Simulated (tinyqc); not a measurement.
What each parameter does: inversion layer as a triangular well, valleys of the Si type.

Six ellipsoidal valleys with their long axes along the cube axes, mass ml along the axis and mt across it. For a valley whose axis makes the angle theta with the surface normal, 1/m_z = cos^2(theta)/ml + sin^2(theta)/mt sets the confinement; in the plane the masses are m_1 = mt and m_2 = ml mt/m_z, and m_d = sqrt(m_1 m_2).

The field is taken as constant, e F = 4 pi (e^2/4 pi eps0)(Nd + eta Ns)/eps, with 1e12/cm^2 = 1e-4/angstrom^2, and the oxide as a hard wall at z = 0; c = hbar^2/2m0.

Level j of a valley lies at E_j = a_j (c (e F)^2/m_z)^(1/3) above the band edge at the surface, with the Airy zeros a_j = 2.338107, 4.087949, 5.520560, 6.786708, 7.944134, 9.022651, 10.040174, 11.008524, 11.936016, 12.828777, and has <z> = 2 E_j/(3 e F).

Subband i holds n_i = g m_d/(2 pi c) kB T ln(1 + exp((EF - E_i)/kB T)) (spin included), and EF is fixed by sum n_i = Ns over the levels listed or, where none are listed, over j = 0 to 9 of each group; 1e12/cm^2 = 1e-4/angstrom^2.

Constants: hbar^2/2m0 = 3.80998211 eV angstrom^2; e^2/(4 pi eps0) = 14.39964547 eV angstrom; kB = 8.617333262e-05 eV/K.

Parameters, chosen for this exercise (near those of Si; shifted at random, so the results belong to these values and not to a real crystal): ml = 0.917 m0 (longitudinal mass); mt = 0.189 m0 (transverse mass); eps = 11.6 (dielectric constant); Nd = 0.13 x 1e12/cm^2 (depletion charge); eta = 0.5 (share of Ns in the effective field); face = 100 (surface); Ns = 1.1 x 1e12/cm^2 (electron sheet density); T = 77 K (temperature).

Field, ladders and EF anew.

Results for these values:

| case | lowest E (eV) | EF (eV) | share of lowest (%) | <z> (angstrom) |
|---|---|---|---|---|
| base | 0.0391 | 0.0418 | 87.7 | 26.71 |

What happens to each result for T = 37 K, all else kept?

Answer: lowest E does not change at the printed digits; EF rises from 0.0418 to 0.0457; share of lowest rises from 87.7 to 99.6; <z> falls from 26.71 to 24.63.

The same for each parameter in turn:

| case | lowest E (eV) | EF (eV) | share of lowest (%) | <z> (angstrom) |
|---|---|---|---|---|
| base | 0.0391 | 0.0418 | 87.7 | 26.71 |
| Ns = 0.55 x 1e12/cm^2 | 0.0277 | 0.0227 | 73.8 | 34.68 |
| Nd = 0.065 x 1e12/cm^2 | 0.0366 | 0.0390 | 84.7 | 28.15 |
| T = 37 K | 0.0391 | 0.0457 | 99.6 | 24.63 |
| ml = 1.009 m0 | 0.0379 | 0.0407 | 88.5 | 25.85 |
| mt = 0.17 m0 | 0.0391 | 0.0431 | 89.5 | 26.52 |
| eps = 10.4 | 0.0420 | 0.0451 | 90.5 | 25.28 |

(tinyqc, `OMP_NUM_THREADS=1 python tinyqc.py 1281256 1281257 out.jsonl`, Intel(R) Xeon(R) Processor @ 2.30GHz, 1 thread, shared host, about 0.04 s.)
